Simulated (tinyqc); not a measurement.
## Landau coefficients from the transition

Inverse problem. u = a0 (T - T0) P^2 + be P^4 + ga P^6 (P in uC/cm^2, E in kV/cm, u in mJ/cm^3). Above the transition chi = Cw/(T - T0) with Cw = 1/(2 eps0 a0); at TC = T0 + be^2/(4 a0 ga) the polarisation jumps by sqrt(-be/(2 ga)). Find a0, be and ga.

Values chosen for this exercise: Curie-Weiss temperature T0 = 600 K.

Constants: eps0 = 8.8541878128e-14 F/cm where lengths are in cm. Results are converted to the units shown.

TC = 618.730650 K
jump of P at TC = 24.0613252 uC/cm^2
Curie constant = 1.66089569e5 K

Solution. The Curie constant gives a0. At TC both u = 0 and du/dP = 0, which give ga = al/P^4 and be = -2 al/P^2 with al = a0 (TC - T0).

a0 = 0.0340 kV cm/(uC K)
be = -0.00220 kV cm^5/uC^3
ga = 1.90e-6 kV cm^9/uC^5

tinyqc, about 0.01 s, one thread, Intel Xeon 2.30GHz (shared host): `OMP_NUM_THREADS=1 python tinyqc.py 2860005 2860006 out.jsonl`
